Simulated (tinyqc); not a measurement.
From results back to parameters: donors with valley-orbit split 1s states. Two cases, with inputs chosen for the exercise.

Problem. The electron density is given and ND is hidden.

Each donor binds at most one electron, in any of its states. For a site s, W_s = sum over its states of g exp(E/kT), and the ionised share is 1/(1 + W_s exp(eta)), eta = (EF - Ec)/kT; n = Nc F_1/2(eta); neutrality n + NA = ND x (mean ionised share); holes are neglected. Nc from N = 2 (m kB T/(4 pi c))^(3/2) with c = hbar^2/2m0, in 1/angstrom^3; times 1e24 for 1/cm^3, m = md. F_j(eta) = (1/Gamma(j + 1)) integral_0^infinity x^j dx/(1 + exp(x - eta)), which tends to exp(eta) for eta << 0.

Constants: hbar^2/2m0 = 3.80998211 eV angstrom^2; kB = 8.617333262e-05 eV/K.

Case 1.

Values chosen (near those of As in Si; shifted at random, so the results belong to these values and not to a real crystal): md = 1.059 m0 (density-of-states mass of the conduction band); E = (54.8, 33.9, 32.7) meV (binding energies of 1s(A1), 1s(T2), 1s(E)); g = (2, 6, 4) (their degeneracies with spin); T = 400 K; NA = 0 1/cm^3 (compensating acceptors, all ionised).

n = 6.3818e+17 1/cm^3

Case 2.

Values chosen (near those of P in Si; shifted at random, so the results belong to these values and not to a real crystal): md = 1.048 m0 (density-of-states mass of the conduction band); E = (47.4, 35.2, 35) meV (binding energies of 1s(A1), 1s(T2), 1s(E)); g = (2, 6, 4) (their degeneracies with spin); T = 200 K; NA = 2.8e+16 1/cm^3 (compensating acceptors, all ionised).

n = 8.3390e+16 1/cm^3

Find: eta; mean ionised share; ND.

Solution. n/Nc gives eta, eta and W_s give the ionised share, and ND = (n + NA)/share.

Case 1.

eta = -4.184
mean ionised share = 0.645
ND = 9.9e+17 1/cm^3

Case 2.

eta = -5.167
mean ionised share = 0.619
ND = 1.8e+17 1/cm^3

Computed by tinyqc, one run a case: `OMP_NUM_THREADS=1 python tinyqc.py N N+1 out.jsonl` with N = 1682222, 1682319; one thread of a shared Intel(R) Xeon(R) Processor @ 2.30GHz, about 0.01 s a run at most.
